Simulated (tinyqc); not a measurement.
Off-state leakage of single and stacked transistors: one step of the calculation.

n-channel devices of unit width. Subthreshold current I(Vg, Vs, Vd) = I0 (T/300 K)^0.5 exp[(Vg - Vs - VT(T) - gb (Vs - Vb) + dd (Vd - Vs))/(nf Vt)] (1 - exp(-(Vd - Vs)/Vt)), VT(T) = VT - cT (T - 300 K). Gate-edge tunnelling Ig (Vd/1 V) exp(ag (Vd - 1 V)), for a gate at 0 V, and band-to-band leakage Ab u exp(-Bb/u), u = Vd - Vb + 1 V, flow at a drain held at V; both are taken as independent of T. In a stack of off transistors (all gates at 0 V) the same subthreshold current passes through each.

Task. New Vx. Stack of two, Vx the node between them: I_low = I(0, 0, Vx), I_up = I(0, Vx, V), f = ln(I_up/I_low), f' = -(1 + gb + 2 dd)/(nf Vt) - 1/(Vt (exp(Vx/Vt) - 1)) - 1/(Vt (exp((V - Vx)/Vt) - 1)), Vx(new) = Vx - f/f'.

Parameters, values chosen for the exercise; values of the order met in bulk silicon logic transistors:
- T = 330 K (temperature)
- V = 1.1 V (supply voltage)
- VT = 0.38 V (threshold at 300 K, zero drain and body bias)
- cT = 0.5 mV/K (fall of the threshold with temperature)
- I0 = 0.18 uA/um (current at threshold at 300 K)
- nf = 1.24 (slope factor)
- dd = 0.09 (drain-induced lowering per volt)
- gb = 0.23 (rise of the threshold per volt of source-body bias)
- Vb = -0.3 V (body voltage)

Constants: q = 1.602176634e-19 C, kB = 1.380649e-23 J/K, Vt = kB T/q. Results are converted to the units shown.

Vx at the start = 0.07 V

Find: I_low; I_up; f; f'; Vx after iteration 1.

Result.

I_low = 9.324e-4 nA/um
I_up = 0.001028 nA/um
f = 0.09767
f' = -43.27 1/V
Vx after iteration 1 = 0.07226 V

Numbers from tinyqc (`OMP_NUM_THREADS=1 python tinyqc.py 2242095 2242096 out.jsonl`; about 0.03 s on one thread of a shared Intel Xeon 2.30GHz).
